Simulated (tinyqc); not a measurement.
Leakage through a gate insulator: direct, Fowler-Nordheim, trap-assisted and Poole-Frenkel currents: one step, computed by the program tinyqc. Command: `OMP_NUM_THREADS=1 python tinyqc.py 3007178 3007179 out.jsonl oxideleak walk`. One thread of a shared host (Intel(R) Xeon(R) Processor @ 2.30GHz), about 0.01 s of CPU time with the checks.

Electrons enter from the cathode Fermi level at x = 0; the conduction band of the insulator lies phi_b - e F x above it, F = V/t. WKB exponents use a parabolic band with mass m.

Problem. Poole-Frenkel bound. Poole-Frenkel emission over the lowered barrier of a charged trap: lowering sqrt(e F/(pi eps_opt eps_0)); J_PF = e N_t^(2/3) nu_0 exp(-(phi_t - lowering)/k_B T), one sheet of traps emitting with supply unlimited (an upper bound).

Inputs (values chosen for the exercise, with an insulator like SiO2):
```
quantity,value,unit
thickness t,4.1,nm
optical constant eps_opt,2.07,-
voltage across the insulator V,2.9,V
trap depth phi_t,2.1,eV
trap density N_t,1.1e+17,cm^-3
attempt rate nu_0,2e+12,1/s
temperature T,250,K
```

Constants: e = 1.602176634e-19 C; eps_0 = 8.8541878128e-12 F/m; k_B = 8.617333262e-05 eV/K.

Give: barrier lowering; Poole-Frenkel bound J_PF.

Solution.

barrier lowering = 1.403 eV

Poole-Frenkel bound J_PF = 6.514e-10 A/cm^2

Caution: the film is too thin for the Poole-Frenkel picture (the lowering is a large part of the whole drop, or the traps are further apart than the film is thick), so J_PF is only nominal.
